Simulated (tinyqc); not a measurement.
Field-effect mobility of a thin-film transistor with band-tail and deep states (multiple trapping): one step, computed by the program tinyqc.

A thick film in accumulation at small drain voltage. Only free electrons move; trapped ones still screen the gate. N_c and mu_0 are held fixed when T changes, leaving out the T^(3/2) growth of N_c. x = E_0 - psi is the distance of the Fermi level below the band edge.

Question. Free and trapped densities. F_j(eta) = int_0^infinity x^j/(1 + exp(x - eta)) dx, without a gamma-function factor. Integrals over x = E/(k_B T) use 160 Gauss-Legendre points in u = sqrt(x) from 0 to sqrt(max(eta, 0) + 32). Free n(x) = N_c (2/sqrt(pi)) F_1/2(-x/k_B T), with F_1/2 from its two-term series in exp(-x/k_B T) for x >= 12 k_B T; tail n_t(x) = int_0^1.2eV g_t exp(-E/E_t)/(1 + exp((x - E)/k_B T)) dE, E counted down from the edge, 120 Gauss-Legendre points; deep charge g_d psi; space charge rho(psi) = n + n_t + g_d psi less its value at psi = 0.

Inputs (values chosen for the exercise, modelled on amorphous In2O3):
```
quantity                           value         unit
effective density of states N_c  4.1e+18       1/cm^3
tail density at the edge g_t     1.1e+20  1/(eV cm^3)
tail width E_t                        20          meV
temperature T                        200            K
```

Deep states: included.

Constants: k_B = 8.617333262e-05 eV/K.

Give: Local densities at x = 0.4, 0.3, 0.2, 0.15, 0.1, 0.05, 0 and -0.05 eV.

Answer.

Local densities at x = 0.4, 0.3, 0.2, 0.15, 0.1, 0.05, 0 and -0.05 eV:
```
x (eV)  n (1/cm^3)  n_t (1/cm^3)  n/(n + n_t)
0.40     3.414e+08     2.803e+10       0.0120
0.30     1.130e+11     3.951e+12       0.0278
0.20     3.741e+13     5.174e+14       0.0674
0.15     6.807e+14     5.551e+15       0.1092
0.10     1.237e+16     5.395e+16       0.1865
0.05     2.211e+17     4.130e+17       0.3487
0.00     3.137e+18     1.568e+18       0.6668
-0.05    1.765e+19     2.146e+18       0.8916
```

E_t/k_B T = 1.16: deep in the tail n_t follows exp(-x/E_t), more slowly than n, so the free share grows as the Fermi level rises.
